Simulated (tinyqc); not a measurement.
What each parameter does: defect-molecule model of a vacancy with Jahn-Teller distortion.

Four dangling hybrids a, b, c, d point into the vacancy: H_ii = E0, and -gm between any two. A tetragonal distortion Q pairs a with b and c with d: those two couplings become -gm - I Q and the other four -gm + I Q/2, at an elastic cost k Q^2/2. The a1 level holds two electrons; charge states 2+, + and 0 put n = 0, 1, 2 more into the lowest level of t2 origin. Energy from the 2+ state at Q = 0, with the Fermi level mu counted from Ev: W_n(Q) = n (et - 2 I Q) + k Q^2/2 + Uc n (n - 1)/2 - n mu. et = E0 + gm is the undistorted t2 level.

Inputs chosen for the exercise (of the size used for the vacancy in silicon; not measured data): E0 = -0.03 eV (level of a dangling hybrid, from Ev); gm = 0.37 eV (coupling between two dangling hybrids); I = 1.07 eV/angstrom (Jahn-Teller coupling); k = 16.8 eV/angstrom^2 (force constant of the mode); Uc = 0.15 eV (repulsion of two electrons in one orbital).

E_JT = 2 I^2/k, E(2+/+) = et - E_JT, E(+/0) = et - 3 E_JT + Uc, U_eff = E(+/0) - E(2+/+); a1 level E0 - 3 gm.

One parameter was then changed.

Results before and after:

| case | (2+/+) (eV) | (+/0) (eV) | U_eff (eV) | a1 (eV) |
|---|---|---|---|---|
| base | 0.2037 | 0.0811 | -0.1226 | -1.1400 |
| changed | 0.2161 | 0.1183 | -0.0978 | -1.1400 |

Which of these changes was made? (a) E0 = 0.02 eV; (b) Uc = 0.21 eV; (c) k = 18.48 eV/angstrom^2; (d) gm = 0.41 eV; (e) I = 1.177 eV/angstrom.

Answer: (c) k = 18.48 eV/angstrom^2. Of the candidates, run in turn, only this one gives the changed row.

All candidates:

| case | (2+/+) (eV) | (+/0) (eV) | U_eff (eV) | a1 (eV) |
|---|---|---|---|---|
| base | 0.2037 | 0.0811 | -0.1226 | -1.1400 |
| E0 = 0.02 eV | 0.2537 | 0.1311 | -0.1226 | -1.0900 |
| gm = 0.41 eV | 0.2437 | 0.1211 | -0.1226 | -1.2600 |
| I = 1.177 eV/angstrom | 0.1751 | -0.0048 | -0.1798 | -1.1400 |
| k = 18.48 eV/angstrom^2 | 0.2161 | 0.1183 | -0.0978 | -1.1400 |
| Uc = 0.21 eV | 0.2037 | 0.1411 | -0.0626 | -1.1400 |

E0 and gm move both levels alike, so U_eff depends on I, k and Uc alone.

tinyqc: `OMP_NUM_THREADS=1 python tinyqc.py 1450947 1450948 out.jsonl`; about 0.01 s, one thread, shared Intel(R) Xeon(R) Processor @ 2.30GHz.
